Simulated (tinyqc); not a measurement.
## Metal-interlayer-semiconductor contact, depinning against tunnelling resistance: contact resistivity against the interlayer thickness

Zero bias, n-type semiconductor. Gap states at the semiconductor surface thin out as exp(-be ti), which unpins the barrier; electrons must then cross the interlayer (a rectangular barrier, no voltage drop across it) and the parabolic depleted layer, both by WKB. Energies E are counted from the Fermi level; no image force, parabolic bands.

S = 1/(1 + (1/S0 - 1) exp(-be ti)); phiB = S (phiM - chi) + (1 - S)(Eg - E0); xi = Ec - EF deep inside, from Nd = Nc F(-xi/Vt), F(x) = (2/sqrt(pi)) int_0^infinity sqrt(u) du/(1 + exp(u - x)); band bending U = phiB - xi; E00 = (hbar/2) sqrt(Nd/(eps0 eps_r mt m0)) in volts; A = 4 pi q mA m0 kB^2/h^3. With U = phiB - xi: for xi < E < phiB, y = (E - xi)/U and G1 = (U/E00) [sqrt(1 - y) - y ln((1 + sqrt(1 - y))/sqrt(y))], G1 = 0 above phiB; G2 = 2 ti sqrt(mi max(phiB + dE - E, 0)/C), C = hbar^2/(2 m0); f = 1/(1 + exp(E/Vt)); 1/rho_c = (A T^2/Vt^2) times the integral of exp(-G1 - G2) f over E from xi upwards. Shares under 0.001 % are printed as 0; rows without band bending are left out.

Inputs (values chosen for the exercise); semiconductor values close to those of silicon; interlayer mass of the order of that in strontium titanate, offset chosen freely: temperature T = 300 K; band gap Eg = 1.09 eV; relative permittivity eps_r = 11.8; electron affinity chi = 4.13 eV; conduction-band density of states at T Nc = 2.8e19 cm^-3; tunnelling mass in the semiconductor mt = 0.196 m0; Richardson mass mA = 2.06 m0; donor density Nd = 3.5e18 cm^-3; charge-neutrality level above the valence band E0 = 0.37 eV; pinning factor without interlayer S0 = 0.27; metal work function phiM = 4.53 eV; conduction-band offset of the interlayer above the semiconductor dE = 0.17 eV; tunnelling mass in the interlayer mi = 0.6 m0; decay constant of gap states through the interlayer be = 5.1 1/nm.

Constants: q = 1.602176634e-19 C, kB = 1.380649e-23 J/K, eps0 = 8.8541878128e-12 F/m, hbar = 1.054571817e-34 J s, h = 6.62607015e-34 J s, m0 = 9.1093837015e-31 kg, Vt = kB T/q, hbar^2/(2 m0) = 0.0380998212 eV nm^2. Results are converted to the units shown.

The same in every row: E00/Vt = 0.883.

Results:

| ti (nm) | S | phiB (eV) | rho_c (ohm cm^2) | rho_c with G2 = 0 (ohm cm^2) | peak of the integrand (eV) | share above phiB (%) |
|---|---|---|---|---|---|---|
| 0 | 0.270 | 0.634 | 0.0643 | 0.0643 | 0.342 | 0.126 |
| 0.2 | 0.506 | 0.558 | 0.0182 | 0.00664 | 0.315 | 0.366 |
| 0.4 | 0.740 | 0.483 | 0.00485 | 7.12e-4 | 0.286 | 0.970 |
| 0.6 | 0.887 | 0.436 | 0.00280 | 1.75e-4 | 0.270 | 1.94 |
| 0.8 | 0.956 | 0.414 | 0.00339 | 9.15e-5 | 0.267 | 3.09 |
| 1 | 0.984 | 0.405 | 0.00610 | 7.06e-5 | 0.271 | 4.44 |
| 1.4 | 0.998 | 0.401 | 0.0284 | 6.18e-5 | 0.288 | 8.42 |
| 1.6 | 0.999 | 0.400 | 0.0630 | 6.10e-5 | 0.299 | 11.7 |

Estimate the missing row, ti = 1.2 nm.

Computed row:

| ti (nm) | S | phiB (eV) | rho_c (ohm cm^2) | rho_c with G2 = 0 (ohm cm^2) | peak of the integrand (eV) | share above phiB (%) |
|---|---|---|---|---|---|---|
| 1.2 | 0.994 | 0.402 | 0.0128 | 6.40e-5 | 0.279 | 6.13 |

With this row back in the table: As ti goes from 0 to 1.6, phiB falls from 0.634 to 0.400 eV and rho_c goes from 0.0643 through a minimum of 0.00280 (at ti = 0.6 among the rows listed) to 0.0630 ohm cm^2. At ti = 0.6 nm rho_c is 23.0 times lower than without interlayer: up to there the falling barrier gains more than tunnelling through the layer costs, beyond it the layer dominates. The ratio of rho_c to its value with G2 = 0 runs from 1.00 to 1030.

tinyqc, about 0.04 s, one thread, Intel Xeon 2.30GHz (shared host): `OMP_NUM_THREADS=1 python tinyqc.py 2270154 2270155 out.jsonl`
